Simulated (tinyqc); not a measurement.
# Changing the confinement constant beta

Model: Raman line shape of confined optical phonons and breathing modes of small crystals. Computed by tinyqc, a small Python program. Command: `OMP_NUM_THREADS=1 python tinyqc.py 3013439 3013440 out.jsonl confine sweep`. One thread of a shared host (Intel(R) Xeon(R) Processor @ 2.30GHz), about 0.05 s of CPU time with the checks.

Confinement in 2 direction(s) lets phonons with q away from zero scatter light. q is in units of 2 pi/a, from 0 to 1, and the branch is isotropic: omega(q)^2 = (omega_0^2 + omega_X^2)/2 + ((omega_0^2 - omega_X^2)/2) cos(pi q). The model and its constant beta are phenomenological; beta = 8 is the common choice.

Inputs (values chosen for the exercise, modelled on silicon):

| quantity | value | unit |
|---|---|---|
| bulk frequency omega_0 | 520.9 | 1/cm |
| frequency at the zone boundary omega_X | 411 | 1/cm |
| natural width Gamma_0 | 3.1 | 1/cm |
| lattice constant a | 5.431 | angstrom |
| size L | 8.2 | nm |

Shape: wire.

Method:
- Weight W(q) = q^1 exp(-(2 L q/a)^2/(2 beta)) dq, that is exp(-k^2 L^2/(2 beta pi^2)) for k = 2 pi q/a.
- Width q_c = a sqrt(2 beta)/(2 L), where the exponential falls to 1/e; curvature of the branch: omega(q) = omega_0 - c q^2, c = pi^2 (omega_0^2 - omega_X^2)/(8 omega_0); for small q_c the mean of q^2 is (number of confined directions) q_c^2/2, and the mean shift is -c times that.
- I(omega) = int W(q) / [(omega - omega(q))^2 + (Gamma_0/2)^2] dq / int W dq x (Gamma_0/2)^2, by 400 Gauss-Legendre points on 0 < q < min(1, 2.5 a sqrt(2 beta)/L).
- The peak is the maximum of I; the width is taken between the half-maximum points, and the asymmetry is the low-side half-width over the high-side one.

One run for each value:

| confinement constant beta | peak shift (1/cm) | full width (1/cm) | asymmetry | q_c (2 pi/a) |
|---|---|---|---|---|
| 1.0 | -0.43719 | 3.4632 | 1.0934 | 0.04683 |
| 1.5 | -0.59090 | 3.7449 | 1.1775 | 0.05736 |
| 2.0 | -0.72026 | 4.0356 | 1.2636 | 0.06623 |
| 3.0 | -0.93328 | 4.6172 | 1.4298 | 0.08112 |
| 4.0 | -1.10820 | 5.1891 | 1.5850 | 0.09367 |
| 6.0 | -1.39280 | 6.3005 | 1.8655 | 0.11472 |
| 8.0 | -1.62620 | 7.3775 | 2.1150 | 0.13246 |
| 12.0 | -2.00890 | 9.4634 | 2.5505 | 0.16223 |

Describe and explain the trends.

Over the rows, peak shift (1/cm) falls from -0.437 to -2.01 (exponent d ln y / d ln x 0.74 between the first rows and 0.52 between the last); full width (1/cm) rises from 3.46 to 9.46 (exponent d ln y / d ln x 0.19 between the first rows and 0.61 between the last); asymmetry rises from 1.09 to 2.55 (exponent d ln y / d ln x 0.18 between the first rows and 0.46 between the last). Only L^2/beta enters, so a size read from a line shape is uncertain by the square root of the uncertainty in beta.

Extremes, crossings and ranges named in words are read from the listed rows.
